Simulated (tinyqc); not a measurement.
Comparisons within one model: special k points of the fcc lattice. A value that a table varies takes the place of the one given here.

Lattice vectors in units of a: a1 = (0, 1/2, 1/2), a2 = (1/2, 0, 1/2), a3 = (1/2, 1/2, 0); reciprocal vectors b_i with a_i . b_j = 2 pi delta_ij. Mesh: k = sum_i f_i b_i with f_i = (2 j_i + shift)/(2 N), j_i = 0 .. N-1. The point group of the lattice has 48 operations; only those that map the mesh onto itself are used.

A_m(k) = sum over the m-th star of lattice vectors R of cos(k . R), stars in order of length: m = 1: |R|^2 = 0.5, 12 vectors, such as (1, 0, 0) in the basis a_i; m = 2: |R|^2 = 1, 6 vectors, such as (1, 1, -1) in the basis a_i; m = 3: |R|^2 = 1.5, 24 vectors, such as (2, 0, -1) in the basis a_i; m = 4: |R|^2 = 2, 12 vectors, such as (2, 0, 0) in the basis a_i; m = 5: |R|^2 = 2.5, 24 vectors, such as (2, 1, -1) in the basis a_i; m = 6: |R|^2 = 3, 8 vectors, such as (3, -1, -1) in the basis a_i. The zone mean of every A_m is zero.

Test function, the lower band of a two-band insulator: E(k) = -sqrt(D^2 + (e0 - t A_1(k))^2).

Inputs chosen for the exercise (the lattice of Si, GaAs, Cu and Al; not measured data): D = 2.46 eV (half gap term); t = 0.38 eV (coupling); e0 = 1.85 eV (offset); N = 3 (points along each reciprocal vector); shift = 0 (half steps).

## Mesh size and shift

Errors of the mean of E against the unshifted mesh with N = 24. The fifth column is |R|^2 of the shortest star with a non-zero mean.

Meshes:
```
mesh       points  irreducible  operations  |R|^2 missed  error (meV)
1 Gamma         1            1          48          0.50     -355.387
1 shifted       1            1          12          1.00      226.624
2 Gamma         8            3          48          2.00     -256.507
2 shifted       8            2          12          4.00       -9.648
3 Gamma        27            4          48          4.50        5.581
3 shifted      27            6          12          9.00        0.626
4 Gamma        64            8          48          8.00        1.374
4 shifted      64           10          12         16.00       -0.037
5 Gamma       125           10          48         12.50       -0.455
5 shifted     125           19          12           >16        0.000
6 Gamma       216           16          48           >16        0.048
6 shifted     216           28          12           >16        0.000
```

reference mean = -3.30463 eV

The shifted mesh has the smaller error for 6 of 6 values of N and the larger for 0. The cheapest mesh within 1 meV is 3 shifted, with 6 irreducible points. A mesh misses the lattice vectors N (n1 a1 + n2 a2 + ...); the half shift gives each the sign (-1)^(n1 + n2 + ...), so the 12 shortest ones add up to 0 in place of 12: they cancel. The shift lowers the symmetry; it leaves more irreducible points for N = 3, 4, 5 and 6; it leaves fewer irreducible points for N = 2.

## Gap and mesh density

D takes the values listed; errors against the unshifted mesh with N = 30, for unshifted meshes.

Errors (meV):
```
D (eV)  reference (eV)     N = 2   N = 4  N = 6   N = 8
0.2            -2.0863  -449.688  26.878  3.601  -6.420
0.4            -2.1281  -433.352  22.639  2.356  -3.357
0.8            -2.2665  -393.399  12.983  1.241  -0.827
1.5            -2.6350  -326.296   4.548  0.325  -0.078
2.5            -3.3353  -254.114   1.317  0.044  -0.004
4.0            -4.5834  -185.499   0.369  0.003   0.000
```

The first listed N from which the error stays below 0.5 meV is none for D = 0.2, none for D = 0.4, none for D = 0.8, 6 for D = 1.5, 6 for D = 2.5, 4 for D = 4 eV. A larger D makes the function smoother, so its Fourier coefficients fall faster with |R|.

## One point for the whole zone

The mean-value (Baldereschi) point is taken at k = (2 pi/a) (0.6223, 0.2953, 0), that is f = (0.1477, 0.3111, 0.4588); the reference is the mesh with N = 24.

Single points:
```
point                     A_1     A_2     A_3     A_4   E (eV)
Gamma                  12.000   6.000  24.000  12.000  -3.6600
mean-value point        0.000   0.000  -4.405  -3.192  -3.0779
zone-face centre b1/2   0.000  -6.000   0.000  12.000  -3.0780
```

reference mean = -3.3046 eV

The mean-value point makes A_1 and A_2 vanish. Its error is +227 meV, against -355 meV at Gamma and +227 meV at b1/2. E is not linear in A_1; its powers hold sums of nearest vectors and a non-zero mean, so this point is not exact. A_1 has the same value at b1/2, and E depends on A_1 alone, so this test cannot tell the two points apart.

## What moves the zone average

Mean of E over the mesh, and its error against the unshifted mesh with N = 24. Each row changes one parameter from the base and keeps the others.

Results:
```
case          mean (eV)  error (meV)  irreducible points
base            -3.2990         5.58                   4
N = 4           -3.3033         1.37                   8
shift = 1       -3.3040         0.63                   6
D = 1.722 eV    -2.7660        10.40                   4
t = 0.494 eV    -3.4382        22.00                   4
```

The largest shifts from the base row, up to three for each result and ties (the steps differ in size, so this ranks the rows, not the parameters). mean (eV): D +0.5331, t -0.1391, shift -0.0050. error (meV): t +16.42, shift -4.95, D +4.82. irreducible points: N +4, shift +2; unchanged at the printed digits by D and t.

Computed by tinyqc, a small Python program: `OMP_NUM_THREADS=1 python tinyqc.py 1651701 1651702 out.jsonl` (the numbers bound the seed that draws the inputs); one thread of a shared host (Intel(R) Xeon(R) Processor @ 2.30GHz), about 0.2 s for the whole set of steps.
